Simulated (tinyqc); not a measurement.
Worked calculation: deep trap from a strong local potential in a two-band host (Koster-Slater model with semi-elliptic bands). Computed by tinyqc, a small Python program that keeps every step. Command: `OMP_NUM_THREADS=1 python tinyqc.py 3002168 3002169 out.jsonl deeptrap walk`. One thread of a shared host (Intel(R) Xeon(R) Processor @ 2.30GHz), about 0.03 s of CPU time with the checks. Intermediate numbers are printed to about 5 digits and carried at full precision; extremes and crossings named in words are read from the listed rows.

The valence band spans -2 W_v to 0 and the conduction band E_g to E_g + 2 W_c. The orbital at the impurity site has weight f_v in the valence band and 1 - f_v in the conduction band, each spread as a semi-ellipse (2/(pi W^2)) sqrt(W^2 - x^2) about the band centre. The impurity adds U to this orbital. Spin is left out.

Inputs (values chosen for the exercise, with a gap close to that of beta-Ga2O3):

| quantity | value | unit |
|---|---|---|
| gap E_g | 4.87 | eV |
| half-width of the valence band W_v | 4 | eV |
| half-width of the conduction band W_c | 2.6 | eV |
| valence weight f_v of the site orbital | 0.46 | - |
| impurity potential U | -32.9 | eV |
| levels per band n | 4 | - |
| trial energy E | 3.05 | eV |

Impurity: attractive, donor-like.

## Green function at the trial energy

In the gap G(E) = f_v (2/W_v^2)[x - sqrt(x^2 - W_v^2)] - (1 - f_v)(2/W_c^2)[y - sqrt(y^2 - W_c^2)], x = E + W_v, y = E_g + W_c - E. The potential that would put a level at E is U = 1/G(E).

valence part = 0.071565 1/eV

conduction part = -0.13509 1/eV

G(E) = -0.063529 1/eV

potential needed = -15.741 eV

## Thresholds and the vacancy level

G falls across the gap from G(0) to G(E_g). A repulsive U binds if U > 1/G(0), an attractive one if U < 1/G(E_g); the vacancy level (U infinite) solves G(E) = 0 (bisection).

G(0) = 0.15538 1/eV

G(E_g) = -0.36058 1/eV

repulsive threshold = 6.4359 eV

attractive threshold = -2.7733 eV

vacancy level = 1.5916 eV

## The trap level

The trap level solves G(E) = 1/U (bisection). With D = -dG/dE = D_v + D_c, D_v = f_v (2/W_v^2)[x/sqrt(x^2 - W_v^2) - 1] and D_c = (1 - f_v)(2/W_c^2)[y/sqrt(y^2 - W_c^2) - 1], the weight on the impurity orbital is 1/(U^2 D) and the conduction-band character is D_c/D.

trap level E_t = 2.3174 eV

weight on the impurity orbital = 0.021958

conduction-band character = 0.60098

depth below the conduction band = 2.5526 eV

The level comes down from the conduction band and has covered 78 % of the way to the vacancy level, which it can never pass; 98 % of the state lies on host orbitals.

## The same problem as a small matrix

Each band is replaced by n levels e_k = centre + W cos(k pi/(n + 1)) with weights w_k = f (2/(n + 1)) sin^2(k pi/(n + 1)), k = 1..n (valence first); H_kl = e_k delta_kl + U sqrt(w_k w_l).

host levels e_k (eV): -0.7639  -2.7639  -5.2361  -7.2361  9.5734  8.2734  6.6666  5.3666

weights w_k: 0.06357  0.16643  0.16643  0.06357  0.07463  0.19537  0.19537  0.07463

H (eV):
```
        1       2        3       4       5       6       7       8
1  -2.855  -3.384   -3.384  -2.091  -2.266  -3.667  -3.667  -2.266
2  -3.384  -8.239   -5.476  -3.384  -3.667  -5.933  -5.933  -3.667
3  -3.384  -5.476  -10.712  -3.384  -3.667  -5.933  -5.933  -3.667
4  -2.091  -3.384   -3.384  -9.328  -2.266  -3.667  -3.667  -2.266
5  -2.266  -3.667   -3.667  -2.266   7.118  -3.973  -3.973  -2.455
6  -3.667  -5.933   -5.933  -3.667  -3.973   1.846  -6.428  -3.973
7  -3.667  -5.933   -5.933  -3.667  -3.973  -6.428   0.239  -3.973
8  -2.266  -3.667   -3.667  -2.266  -2.455  -3.973  -3.973   2.911
```

## Levels of the small matrix

Diagonalise H (2n rows). The trap level, between the highest valence and the lowest conduction e_k, is number n + 1 from below for an attractive impurity and number n for a repulsive one.

levels (eV): -31.804  -6.845  -4.074  -1.254  2.317  5.707  7.580  9.353

trap level of the matrix = 2.3170 eV

It misses the Green-function level by -0.0004 eV. The lone level at -31.80 eV is the hyperdeep partner, which holds a large part of the impurity orbital.

## Chemical trend: level against potential

U is 1.05, 1.2, 1.5, 2, 3, 5, 10 and 30 times the threshold, rounded to three digits; the largest values are formal and only show the vacancy limit.

Trend:

| U (eV) | E_t (eV) | weight on the impurity | conduction character | E_t - vacancy level (eV) |
|---|---|---|---|---|
| -2.91 | 4.8678 | 0.03200 | 0.99812 | 3.2762 |
| -3.33 | 4.8382 | 0.10265 | 0.99205 | 3.2467 |
| -4.16 | 4.7201 | 0.17097 | 0.97867 | 3.1285 |
| -5.55 | 4.4563 | 0.19801 | 0.95265 | 2.8648 |
| -8.32 | 3.9383 | 0.16922 | 0.89377 | 2.3467 |
| -13.90 | 3.2125 | 0.09658 | 0.78353 | 1.6209 |
| -27.70 | 2.4519 | 0.03044 | 0.63132 | 0.8603 |
| -83.20 | 1.8758 | 0.00347 | 0.49609 | 0.2842 |

dE_t/dU equals the weight on the impurity, which peaks at 0.198 (U = -5.55 eV) and falls to 0.0035 in the last row, so beyond the peak each further eV of potential moves the level less. The level nears the vacancy level, 1.592 eV, as 1/U: it is 0.860 eV away at 10 times the threshold and 0.284 eV at 30 times, and the state is then host-like.

## Opening the gap, as alloying or pressure does

The conduction band is shifted rigidly; widths, weights and U stay.

Against the gap:

| E_g (eV) | E_t (eV) | depth below E_c (eV) | conduction character |
|---|---|---|---|
| 2.44 | 0.9309 | 1.5091 | 0.53274 |
| 3.17 | 1.3296 | 1.8404 | 0.55843 |
| 3.90 | 1.7449 | 2.1551 | 0.57867 |
| 4.38 | 2.0255 | 2.3545 | 0.59021 |
| 4.87 | 2.3174 | 2.5526 | 0.60098 |
| 5.60 | 2.7615 | 2.8385 | 0.61564 |
| 6.33 | 3.2159 | 3.1141 | 0.62907 |
| 7.79 | 4.1524 | 3.6376 | 0.65330 |

As the conduction band moves up by 5.350 eV the level follows by 3.221 eV, a mean slope of 0.60; the local slope is the conduction character. A shallow donor would follow with slope 1 and a shallow acceptor with slope 0.

Checks made by the program: closed form against a 4000-point quadrature of the densities of states (relative difference below 1e-10); 200 levels per band against the Green function (relative difference below 1e-10).
